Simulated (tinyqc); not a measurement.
# Error from band bending against W

In A the levels shift by pb (1 - z/W)^2 for z < W. The signal from depth z is weighted by exp(-z/le)/le, so the centroid shifts by pb [1 - 2/a + (2/a^2)(1 - exp(-a))], a = W/le, and the error of iA against its value at the interface is that less pb.

Values chosen for this exercise:
```
symbol,value,unit,meaning
pb,-0.44,V,band bending in A at the interface
le,2.9,nm,escape depth
```

Result of one run:
```
W (nm),a,centroid shift (eV),error (meV)
8.6,2.966,-0.2382,201.8
```

What becomes of these results when the width of the bent region W is changed from 8.6 to 79 nm, all else the same?

Result of the changed run:
```
W (nm),a,centroid shift (eV),error (meV)
79,27.24,-0.4089,31.12
```

The whole series:
```
W (nm),a,centroid shift (eV),error (meV)
2.8,0.9655,-0.1131,326.9
5,1.724,-0.1728,267.2
8.6,2.966,-0.2382,201.8
15,5.172,-0.3026,137.4
26,8.966,-0.3528,87.21
45,15.52,-0.3869,53.06
79,27.24,-0.4089,31.12
140,48.28,-0.4221,17.85
240,82.76,-0.4295,10.50
```

The size of the error falls from 327 to 10.5 meV; for large a it is 2 |pb|/a. It is below 50 meV, a typical accuracy of the method, in 3 of the 9 rows. Heavily doped substrates and deep-probing photons need the correction.

Numbers from tinyqc (`OMP_NUM_THREADS=1 python tinyqc.py 2410073 2410074 out.jsonl`; about 0.01 s on one thread of a shared Intel Xeon 2.30GHz).
